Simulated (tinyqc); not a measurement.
Length of a polyene: Hueckel, PPP and singles CI along the polyenes. Computed by the program tinyqc. Hueckel uses the same beta without repulsion; CIS keeps all single excitations and so misses the low, doubly excited 2Ag state. W is the valence ionisation energy of a centre, MN the Mataga-Nishimoto formula, f the oscillator strength.

All-trans chains of carbon centres 1.40 angstrom apart:

| parameter | value |
|---|---|
| beta (eV), times 1 +/- alternation | -2.440000 |
| alternation | 0.050000 |
| W (eV) | 11.160000 |
| gamma_rr (eV) | 11.300000 |
| repulsion formula | Ohno |

Gaps and excitations (eV):

| centres | Hueckel gap | PPP orbital gap | bright singlet (CIS) | f | lowest triplet (CIS) |
|---|---|---|---|---|---|
| 2 | 5.124 | 12.730 | 6.971 | 0.598 | 3.277 |
| 4 | 3.306 | 10.068 | 5.422 | 1.112 | 2.266 |
| 6 | 2.477 | 8.719 | 4.517 | 1.556 | 1.786 |
| 8 | 2.009 | 7.915 | 3.937 | 1.950 | 1.525 |
| 10 | 1.708 | 7.390 | 3.538 | 2.304 | 1.368 |
| 12 | 1.500 | 7.026 | 3.253 | 2.630 | 1.268 |

What does the comparison show, and why?

The Hueckel gap tends to 4 x alternation x |beta| = 0.49 eV for long chains. Exchange opens the PPP orbital gap, and the attraction of electron and hole brings the bright state 3.77 eV below it at 12 centres; the triplet lies 1.98 eV lower still.
